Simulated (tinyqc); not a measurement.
CIS and TDHF on RHF in the sto-3g basis, frozen core, for BeH2, spin multiplicity 1, step by step. Computed by tinyqc, a small Python program that keeps every step (integrals from PySCF). Settings: charge = 0, multiplicity = 1, basis = sto-3g, method = RHF, frozen orbitals = 1, energy threshold = 1e-10, iteration cap = 86, orthogonalisation = canonical, start = core, DIIS depth = 6, TDHF = 1. Command: `OMP_NUM_THREADS=1 python tinyqc.py 21942 21943 out.jsonl` (the two numbers bound the seeds that draw the settings). One thread of a shared host (Intel(R) Xeon(R) Processor @ 2.60GHz), about 0.06 s of CPU time with the checks. The early iterations of the SCF are left out here.

## One-electron integrals

Geometry (angstrom):

| atom | x | y | z |
|---|---|---|---|
| Be | 0.00000 | 0.00000 | 0.00000 |
| H | 0.00000 | 1.41800 | 0.00000 |
| H | 0.00000 | -1.46700 | 0.00000 |

Basis sto-3g: exponents (1/bohr^2) and contraction coefficients of normalised primitives:

| element | l (shell) | exponent | coefficient |
|---|---|---|---|
| Be | s (1) | 30.16787 | 0.15433 |
| Be | s (1) | 5.49512 | 0.53533 |
| Be | s (1) | 1.48719 | 0.44463 |
| Be | s (2) | 1.31483 | -0.09997 |
| Be | s (2) | 0.30554 | 0.39951 |
| Be | s (2) | 0.09937 | 0.70012 |
| Be | p (3) | 1.31483 | 0.15592 |
| Be | p (3) | 0.30554 | 0.60768 |
| Be | p (3) | 0.09937 | 0.39196 |
| H | s (1) | 3.42525 | 0.15433 |
| H | s (1) | 0.62391 | 0.53533 |
| H | s (1) | 0.16886 | 0.44463 |

Overlap, kinetic and nuclear-attraction integrals over the contracted functions; the nuclear repulsion is the sum of Za Zb / Rab.

nuclear repulsion = 3.1190488 hartree

overlap S, lower triangle:
```
          1Be 1s   1Be 2s  1Be 2px   1Be 2py  1Be 2pz    2H 1s    3H 1s
1Be 1s   1.00000
1Be 2s   0.25952  1.00000
1Be 2px  0.00000  0.00000  1.00000
1Be 2py  0.00000  0.00000  0.00000   1.00000
1Be 2pz  0.00000  0.00000  0.00000   0.00000  1.00000
2H 1s    0.05852  0.42879  0.00000   0.50293  0.00000  1.00000
3H 1s    0.05255  0.40964  0.00000  -0.48761  0.00000  0.02321  1.00000
```

kinetic energy T (hartree), lower triangle:
```
           1Be 1s   1Be 2s  1Be 2px   1Be 2py  1Be 2pz     2H 1s    3H 1s
1Be 1s    6.69397
1Be 2s   -0.03301  0.21111
1Be 2px   0.00000  0.00000  0.66059
1Be 2py   0.00000  0.00000  0.00000   0.66059
1Be 2pz   0.00000  0.00000  0.00000   0.00000  0.66059
2H 1s    -0.01510  0.05758  0.00000   0.16853  0.00000   0.76003
3H 1s    -0.01405  0.05094  0.00000  -0.15348  0.00000  -0.00763  0.76003
```

nuclear attraction V (hartree), lower triangle:
```
            1Be 1s    1Be 2s   1Be 2px   1Be 2py   1Be 2pz     2H 1s     3H 1s
1Be 1s   -15.29500
1Be 2s    -2.08971  -3.01128
1Be 2px    0.00000   0.00000  -2.92294
1Be 2py   -0.00106  -0.00569   0.00000  -3.13294
1Be 2pz    0.00000   0.00000   0.00000   0.00000  -2.92294
2H 1s     -0.46976  -1.23175   0.00000  -1.41175   0.00000  -2.89422
3H 1s     -0.42126  -1.15866   0.00000   1.34531   0.00000  -0.07813  -2.84619
```

core Hamiltonian H = T + V (hartree), lower triangle:
```
           1Be 1s    1Be 2s   1Be 2px   1Be 2py   1Be 2pz     2H 1s     3H 1s
1Be 1s   -8.60102
1Be 2s   -2.12272  -2.80017
1Be 2px   0.00000   0.00000  -2.26235
1Be 2py  -0.00106  -0.00569   0.00000  -2.47235
1Be 2pz   0.00000   0.00000   0.00000   0.00000  -2.26235
2H 1s    -0.48486  -1.17417   0.00000  -1.24322   0.00000  -2.13419
3H 1s    -0.43531  -1.10773   0.00000   1.19183   0.00000  -0.08575  -2.08616
```

## Two-electron integrals

Functions are numbered as in S; the eight-fold symmetry (ij|kl) = (ji|kl) = (kl|ij) leaves the list below.

Two-electron integrals (ij|kl) in chemists' order, unique and non-zero (hartree):
```
(11|11) 2.29883     (21|11) 0.39204     (21|21) 0.07954     (22|11) 0.57099
(22|21) 0.14304     (22|22) 0.41768     (31|31) 0.01461     (32|31) 0.02189
(32|32) 0.09226     (33|11) 0.56958     (33|21) 0.14308     (33|22) 0.41759
(33|33) 0.44986     (41|41) 0.01461     (42|41) 0.02189     (42|42) 0.09226
(43|43) 0.02425     (44|11) 0.56958     (44|21) 0.14308     (44|22) 0.41759
(44|33) 0.40136     (44|44) 0.44986     (51|51) 0.01461     (52|51) 0.02189
(52|52) 0.09226     (53|53) 0.02425     (54|54) 0.02425     (55|11) 0.56958
(55|21) 0.14308     (55|22) 0.41759     (55|33) 0.40136     (55|44) 0.40136
(55|55) 0.44986     (61|11) 0.08737     (61|21) 0.01772     (61|22) 0.03212
(61|33) 0.03188     (61|41) 0.00158     (61|42) 0.00296     (61|44) 0.03259
(61|55) 0.03188     (61|61) 0.00414     (62|11) 0.20467     (62|21) 0.05198
(62|22) 0.16444     (62|33) 0.15829     (62|41) 0.00682     (62|42) 0.04118
(62|44) 0.17658     (62|55) 0.15829     (62|61) 0.01281     (62|62) 0.09494
(63|31) 0.00487     (63|32) 0.02254     (63|43) 0.00720     (63|63) 0.00894
(64|11) 0.21700     (64|21) 0.05580     (64|22) 0.18518     (64|33) 0.17421
(64|41) 0.01112     (64|42) 0.06421     (64|44) 0.20694     (64|55) 0.17421
(64|61) 0.01439     (64|62) 0.12182     (64|64) 0.16176     (65|51) 0.00487
(65|52) 0.02254     (65|54) 0.00720     (65|65) 0.00894     (66|11) 0.37064
(66|21) 0.09586     (66|22) 0.33918     (66|33) 0.31455     (66|41) 0.01505
(66|42) 0.11620     (66|44) 0.38818     (66|55) 0.31455     (66|61) 0.02428
(66|62) 0.24678     (66|64) 0.33673     (66|66) 0.77461     (71|11) 0.07841
(71|21) 0.01590     (71|22) 0.02883     (71|33) 0.02863     (71|41) -0.00141
(71|42) -0.00266    (71|44) 0.02926     (71|55) 0.02863     (71|61) 0.00339
(71|62) 0.00970     (71|64) 0.01002     (71|66) 0.01764     (71|71) 0.00333
(72|11) 0.19173     (72|21) 0.04874     (72|22) 0.15525     (72|33) 0.14934
(72|41) -0.00638    (72|42) -0.03927    (72|44) 0.16692     (72|55) 0.14934
(72|61) 0.01013     (72|62) 0.04718     (72|64) 0.04831     (72|66) 0.09080
(72|71) 0.01078     (72|72) 0.08616     (73|31) 0.00446     (73|32) 0.02090
(73|43) -0.00678    (73|63) 0.00348     (73|73) 0.00788     (74|11) -0.20629
(74|21) -0.05308    (74|22) -0.17728    (74|33) -0.16678    (74|41) 0.01036
(74|42) 0.06107     (74|44) -0.19812    (74|55) -0.16678    (74|61) -0.01064
(74|62) -0.04926    (74|64) -0.04861    (74|66) -0.09367    (74|71) -0.01226
(74|72) -0.11187    (74|74) 0.14992     (75|51) 0.00446     (75|52) 0.02090
(75|54) -0.00678    (75|65) 0.00348     (75|75) 0.00788     (76|11) 0.01452
(76|21) 0.00359     (76|22) 0.01015     (76|33) 0.01000     (76|41) -7.69e-06
(76|42) -0.00006    (76|44) 0.01045     (76|55) 0.01000     (76|61) 0.00081
(76|62) 0.00407     (76|64) 0.00464     (76|66) 0.00859     (76|71) 0.00073
(76|72) 0.00390     (76|74) -0.00454    (76|76) 0.00025     (77|11) 0.35871
(77|21) 0.09283     (77|22) 0.33146     (77|33) 0.30747     (77|41) -0.01420
(77|42) -0.11300    (77|44) 0.37917     (77|55) 0.30747     (77|61) 0.01907
(77|62) 0.09434     (77|64) 0.09553     (77|66) 0.18341     (77|71) 0.02105
(77|72) 0.23399     (77|74) -0.32246    (77|76) 0.00859     (77|77) 0.77461
```

## Orthogonalisation

S = U s U^T; canonical form X = U s^(-1/2), so that X^T S X = 1. Each column of U has its largest component positive (the first on a tie).

eigenvalues of S: 0.28659  0.38982  0.94633  1.00000  1.00000  1.67613  1.70112

X:
```
                1         2         3         4        5         6         7
1Be 1s   -0.03179  -0.35906   0.94167   0.00000  0.00000   0.18423   0.17718
1Be 2s    0.15030   1.15531  -0.07203   0.00000  0.00000   0.37760   0.36716
1Be 2px   0.00000   0.00000   0.00000   0.95367  0.30086   0.00000   0.00000
1Be 2py   1.30177  -0.12438  -0.00457   0.00000  0.00000  -0.38565   0.39020
1Be 2pz   0.00000   0.00000   0.00000  -0.30086  0.95367   0.00000   0.00000
2H 1s    -1.03274  -0.64373  -0.28229   0.00000  0.00000  -0.01358   0.51836
3H 1s     0.83939  -0.81959  -0.29166   0.00000  0.00000   0.52075  -0.02642
```

Within a degenerate level the vectors are fixed only up to a rotation; this is one choice.

## Iteration 7 (converged): orbitals

converged F (hartree), lower triangle:
```
           1Be 1s    1Be 2s  1Be 2px   1Be 2py  1Be 2pz     2H 1s     3H 1s
1Be 1s   -4.52214
1Be 2s   -1.28850  -0.61363
1Be 2px   0.00000   0.00000  0.21354
1Be 2py  -0.00013  -0.00708  0.00000  -0.19400
1Be 2pz   0.00000   0.00000  0.00000   0.00000  0.21354
2H 1s    -0.29954  -0.38770  0.00000  -0.32421  0.00000  -0.28207
3H 1s    -0.26930  -0.37029  0.00000   0.31682  0.00000  -0.03037  -0.26387
```

Diagonalise F' = X^T F X, C = X C', fill 3 alpha and 3 beta electrons from the bottom; D = 2 C_occ C_occ^T. Each column has its largest component positive (the first on a tie).

F' = X^T F X (hartree), lower triangle:
```
          1        2         3        4        5         6         7
1   0.81401
2  -0.03316  0.33342
3   0.03438  0.56034  -3.61247
4   0.00000  0.00000   0.00000  0.21354
5   0.00000  0.00000   0.00000  0.00000  0.21354
6  -0.02275  0.16186  -1.16902  0.00000  0.00000  -0.84066
7   0.04114  0.15158  -1.13976  0.00000  0.00000  -0.43783  -0.82963
```

orbital energies (hartree): MO1 -4.52555, MO2 -0.43894, MO3 -0.39839, MO4 0.21354, MO5 0.21354, MO6 0.40953, MO7 0.81800

coefficients C:
```
              MO1       MO2       MO3       MO4      MO5       MO6       MO7
1Be 1s    0.99179  -0.21593   0.02492   0.00000  0.00000  -0.22597  -0.00762
1Be 2s    0.03164   0.57690  -0.07451   0.00000  0.00000   1.13834   0.06862
1Be 2px   0.00000   0.00000   0.00000   0.98231  0.18726   0.00000   0.00000
1Be 2py   0.00005   0.05984   0.49562   0.00000  0.00000  -0.03400   1.32691
1Be 2pz   0.00000   0.00000   0.00000  -0.18726  0.98231   0.00000   0.00000
2H 1s    -0.00342   0.43983   0.36384   0.00000  0.00000  -0.74964  -0.97042
3H 1s    -0.00360   0.33958  -0.46314   0.00000  0.00000  -0.79364   0.87953
```

D after iteration 7, lower triangle:
```
           1Be 1s    1Be 2s  1Be 2px   1Be 2py  1Be 2pz     2H 1s    3H 1s
1Be 1s    2.06179
1Be 2s   -0.19010   0.67873
1Be 2px   0.00000   0.00000  0.00000
1Be 2py  -0.00103  -0.00481  0.00000   0.49844
1Be 2pz   0.00000   0.00000  0.00000   0.00000  0.00000
2H 1s    -0.17860   0.45304  0.00000   0.41328  0.00000   0.65168
3H 1s    -0.17687   0.46060  0.00000  -0.41844  0.00000  -0.03827  0.65964
```

Within a degenerate level the vectors are fixed only up to a rotation; this is one choice.

## Convergence

Stop when the energy changes by less than 1e-10 hartree and every element of the error matrix X^T (F D S - S D F) X is below 3e-06.

Course of the cycle:

| iteration | E (hartree) | change | largest element of the error matrix |
|---|---|---|---|
| 1 | -14.9606804 | - | 5.87e-01 |
| 2 | -15.5423516 | -5.82e-01 | 4.73e-02 |
| 3 | -15.5447124 | -2.36e-03 | 2.71e-03 |
| 4 | -15.5447194 | -7.03e-06 | 3.21e-04 |
| 5 | -15.5447196 | -2.58e-07 | 1.30e-05 |
| 6 | -15.5447196 | -1.81e-10 | 2.13e-07 |
| 7 | -15.5447196 | -6.04e-14 | 6.53e-09 |

PySCF RHF in the same basis = -15.5447196 hartree

Converged in 7 iterations.

## Integrals over molecular orbitals

(pq|rs) = sum C_ip C_jq C_kr C_ls (ij|kl), one index at a time.

one-electron integrals over orbitals h = C^T H C (hartree), lower triangle:
```
          1         2         3         4         5         6         7
1  -8.58953
2   0.21431  -2.38332
3  -0.02519  -0.00833  -2.32804
4   0.00000   0.00000   0.00000  -2.26235
5   0.00000   0.00000   0.00000   0.00000  -2.26235
6   0.20074  -0.20628   0.04466   0.00000   0.00000  -1.90745
7   0.00539  -0.03744  -0.29673   0.00000   0.00000   0.00362  -1.83784
```

Two-electron integrals over orbitals (pq|rs), unique and non-zero (hartree); the lowest 1 orbital is frozen and left out:
```
(22|22) 0.39713    (32|22) 0.04128    (32|32) 0.15245    (33|22) 0.38970
(33|32) -0.03404   (33|33) 0.43068    (42|42) 0.04785    (43|42) -0.00394
(43|43) 0.01402    (44|22) 0.36160    (44|32) 0.00005    (44|33) 0.34598
(44|44) 0.44986    (52|52) 0.04785    (53|52) -0.00394   (53|53) 0.01402
(54|54) 0.02425    (55|22) 0.36160    (55|32) 0.00005    (55|33) 0.34598
(55|44) 0.40136    (55|55) 0.44986    (62|22) -0.02222   (62|32) -0.01239
(62|33) -0.04079   (62|44) 0.05906    (62|55) 0.05906    (62|62) 0.07902
(63|22) -0.02113   (63|32) -0.08930   (63|33) 0.02739    (63|44) -0.01131
(63|55) -0.01131   (63|62) -0.00467   (63|63) 0.08609    (64|42) 0.04659
(64|43) -0.00617   (64|64) 0.05021    (65|52) 0.04659    (65|53) -0.00617
(65|65) 0.05021    (66|22) 0.38473    (66|32) -0.00721   (66|33) 0.39980
(66|44) 0.36034    (66|55) 0.36034    (66|62) -0.02996   (66|63) 0.01010
(66|66) 0.40334    (72|22) -0.01219   (72|32) -0.04087   (72|33) 0.00521
(72|44) 0.00885    (72|55) 0.00885    (72|62) 0.01714    (72|63) 0.05946
(72|66) -0.00124   (72|72) 0.05835    (73|22) -0.00197   (73|32) -0.00075
(73|33) -0.01841   (73|44) 0.06427    (73|55) 0.06427    (73|62) 0.07346
(73|63) -0.01701   (73|66) -0.02267   (73|72) 0.00752    (73|73) 0.08325
(74|42) 0.00359    (74|43) 0.01320    (74|64) 0.00139    (74|74) 0.01683
(75|52) 0.00359    (75|53) 0.01320    (75|65) 0.00139    (75|75) 0.01683
(76|22) 0.03447    (76|32) 0.13682    (76|33) -0.03453   (76|44) 0.00047
(76|55) 0.00047    (76|62) -0.00978   (76|63) -0.09233   (76|66) -0.00946
(76|72) -0.05155   (76|73) 0.00147    (76|76) 0.13807    (77|22) 0.41732
(77|32) 0.01282    (77|33) 0.42904    (77|44) 0.38463    (77|55) 0.38463
(77|62) -0.02806   (77|63) -0.00481   (77|66) 0.42283    (77|72) -0.00710
(77|73) -0.00281   (77|76) 0.00889    (77|77) 0.47242
```

## CIS matrix, singlets

A(ia,jb) = (e_a - e_i) d_ij d_ab + 2 (ia|jb) - (ij|ab).

CIS matrix A, singlet (hartree), lower triangle:
```
          2>4       2>5       2>6       2>7      3>4      3>5      3>6      3>7
2>4   0.38658
2>5   0.00000   0.38658
2>6   0.00000   0.00000   0.62177
2>7   0.00000   0.00000  -0.00018   0.95631
3>4  -0.00793   0.00000   0.00000   0.00000  0.29398
3>5   0.00000  -0.00793   0.00000   0.00000  0.00000  0.29398
3>6   0.00000   0.00000  -0.00212  -0.01790  0.00000  0.00000  0.58030
3>7   0.00000   0.00000   0.01011   0.00223  0.00000  0.00000  0.00051  0.95386
```

## CIS singlet states

dipole integrals <i|r|a> (bohr):
```
            x         y         z
2>4   0.94128   0.00000  -0.17944
2>5   0.17944   0.00000   0.94128
2>6   0.00000  -0.10817   0.00000
2>7   0.00000  -0.64191   0.00000
3>4  -0.11426   0.00000   0.02178
3>5  -0.02178   0.00000  -0.11426
3>6   0.00000  -1.22720   0.00000
3>7   0.00000   0.04708   0.00000
```

Diagonalise A (1 hartree = 27.211386 eV); each vector has its largest component positive (the first on a tie). The transition dipole is mu = sqrt2 sum c_ia <i|r|a>.

singlet excitation energies (eV): 7.98126  7.98126  10.53782  10.53782  15.76470  16.91395  25.93261  26.07717

lowest vectors:
```
     state 1   state 2   state 3   state 4   state 5   state 6
2>4  0.00394   0.08465  -0.06618   0.99420   0.00000   0.00000
2>5  0.08465  -0.00394   0.99420   0.06618   0.00000   0.00000
2>6  0.00000   0.00000   0.00000   0.00000   0.05079   0.99825
2>7  0.00000   0.00000   0.00000   0.00000   0.04741  -0.00199
3>4  0.04633   0.99533   0.00563  -0.08455   0.00000   0.00000
3>5  0.99533  -0.04633  -0.08455  -0.00563   0.00000   0.00000
3>6  0.00000   0.00000   0.00000   0.00000   0.99758  -0.05082
3>7  0.00000   0.00000   0.00000   0.00000  -0.00302  -0.03027
```

oscillator strengths 2/3 w |mu|^2: 0.00047  0.00047  0.48048  0.48048  1.22692  0.00174

Within a degenerate level the vectors are fixed only up to a rotation; this is one choice.

## TDHF (RPA) singlet states

B(ia,jb) = 2 (ia|jb) - (ib|ja); the squared energies are the eigenvalues of (A - B)(A + B); 1 hartree = 27.211386 eV.

TDHF matrix B, singlet (hartree), lower triangle:
```
          2>4       2>5       2>6      2>7      3>4      3>5       3>6      3>7
2>4   0.04785
2>5   0.00000   0.04785
2>6   0.00000   0.00000   0.07902
2>7   0.00000   0.00000   0.01714  0.05835
3>4  -0.00394   0.00000   0.00000  0.00000  0.01402
3>5   0.00000  -0.00394   0.00000  0.00000  0.00000  0.01402
3>6   0.00000   0.00000  -0.00467  0.04546  0.00000  0.00000   0.08609
3>7   0.00000   0.00000   0.08747  0.00752  0.00000  0.00000  -0.01701  0.08325
```

squared energies w^2 (hartree^2): 0.08584  0.08584  0.14764  0.14764  0.32579  0.37420  0.89313  0.91072

TDHF energies from the positive w^2 (eV): 7.97264  7.97264  10.45558  10.45558  15.53177  16.64569  25.71630  25.96822

## CIS matrix, triplets

A(ia,jb) = (e_a - e_i) d_ij d_ab - (ij|ab).

CIS matrix A, triplet (hartree), lower triangle:
```
          2>4       2>5       2>6       2>7      3>4      3>5      3>6      3>7
2>4   0.29088
2>5   0.00000   0.29088
2>6   0.00000   0.00000   0.46373
2>7   0.00000   0.00000  -0.03447   0.83961
3>4  -0.00005   0.00000   0.00000   0.00000  0.26594
3>5   0.00000  -0.00005   0.00000   0.00000  0.00000  0.26594
3>6   0.00000   0.00000   0.00721  -0.13682  0.00000  0.00000  0.40812
3>7   0.00000   0.00000  -0.13682  -0.01282  0.00000  0.00000  0.03453  0.78735
```

## CIS triplet states

Diagonalise A (1 hartree = 27.211386 eV); each vector has its largest component positive (the first on a tie).

triplet excitation energies (eV): 7.23669  7.23669  7.91519  7.91519  9.94116  11.19608  22.79199  24.06698

lowest vectors:
```
     state 1   state 2   state 3   state 4   state 5  state 6
2>4  0.00212  -0.00039   0.03956   0.99921   0.00000  0.00000
2>5  0.00039   0.00212   0.99921  -0.03956   0.00000  0.00000
2>6  0.00000   0.00000   0.00000   0.00000  -0.13690  0.92551
2>7  0.00000   0.00000   0.00000   0.00000   0.26069  0.12837
3>4  0.98351  -0.18084  -0.00009  -0.00215   0.00000  0.00000
3>5  0.18084   0.98351  -0.00215   0.00009   0.00000  0.00000
3>6  0.00000   0.00000   0.00000   0.00000   0.94883  0.13778
3>7  0.00000   0.00000   0.00000   0.00000  -0.11411  0.32859
```

Within a degenerate level the vectors are fixed only up to a rotation; this is one choice.

## TDHF (RPA) triplet states

B(ia,jb) = - (ib|ja); the squared energies are the eigenvalues of (A - B)(A + B); 1 hartree = 27.211386 eV.

TDHF matrix B, triplet (hartree), lower triangle:
```
          2>4       2>5       2>6       2>7       3>4       3>5       3>6       3>7
2>4  -0.04785
2>5   0.00000  -0.04785
2>6   0.00000   0.00000  -0.07902
2>7   0.00000   0.00000  -0.01714  -0.05835
3>4   0.00394   0.00000   0.00000   0.00000  -0.01402
3>5   0.00000   0.00394   0.00000   0.00000   0.00000  -0.01402
3>6   0.00000   0.00000   0.00467  -0.07346   0.00000   0.00000  -0.08609
3>7   0.00000   0.00000  -0.05946  -0.00752   0.00000   0.00000   0.01701  -0.08325
```

squared energies w^2 (hartree^2): 0.07051  0.07051  0.08231  0.08231  0.11588  0.15313  0.69664  0.77773

TDHF energies from the positive w^2 (eV): 7.22568  7.22568  7.80675  7.80675  9.26298  10.64842  22.71191  23.99744
